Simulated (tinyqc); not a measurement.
Raising U: Hubbard ring of 6 sites, mean field against exact. Computed by the program tinyqc. Collinear unrestricted mean field (the lowest of 40 random starts) against exact diagonalisation.

one-body matrix (hopping and site energies) (eV):
```
         1        2        3        4        5        6
1   0.0000  -0.6300   0.0000   0.0000   0.0000  -0.6300
2  -0.6300   0.0000  -0.6300   0.0000   0.0000   0.0000
3   0.0000  -0.6300   0.0000  -0.6300   0.0000   0.0000
4   0.0000   0.0000  -0.6300   0.0000  -0.6300   0.0000
5   0.0000   0.0000   0.0000  -0.6300   0.0000  -0.6300
6  -0.6300   0.0000   0.0000   0.0000  -0.6300   0.0000
```

electrons, up and down: 3  3

Exact and mean-field results (eV):
```
U            U/t    E exact  E mean field  mean |n_up - n_down|  double occupancy, exact  first gap in the sector
0.3200    0.5079  -4.576387     -4.560000                0.0000                   0.2329                   1.1513
0.6300    1.0000  -4.158730     -4.095000                0.0000                   0.2161                   1.0434
1.2600    2.0000  -3.407958     -3.150000                0.0000                   0.1808                   0.8272
1.8900    3.0000  -2.793013     -2.300307                0.5539                   0.1446                   0.6354
3.7800    6.0000  -1.668566     -1.226991                0.8914                   0.0637                   0.3056
5.0400    8.0000  -1.290322     -0.930704                0.9384                   0.0391                   0.2196
7.5600   12.0000  -0.881910     -0.625686                0.9724                   0.0186                   0.1429
12.6000  20.0000  -0.537080     -0.377060                0.9900                   0.0070                   0.0857
```

Estimate the missing row, U = 2.52.

Computed row:
```
U          U/t    E exact  E mean field  mean |n_up - n_down|  double occupancy, exact  first gap in the sector
2.5200  4.0000  -2.311285     -1.786883                0.7578                   0.1111                   0.4853
```

In absolute terms mean field is worst at U/t = 4.0, 0.524 eV too high: at small U it is nearly exact, and at large U it misses only exchange-scale energies. Its local moments set in at U/t = 3.0 of those listed, a broken symmetry that the exact state of a finite cluster with equal spins does not have. Relative to the exact energy its error is 0.4 % at the smallest U, 30 % at most and 30 % at the largest. The double occupancy falls from 0.233 to 0.007; at the largest U the first gap is 0.68 times the exchange scale 4t^2/U.
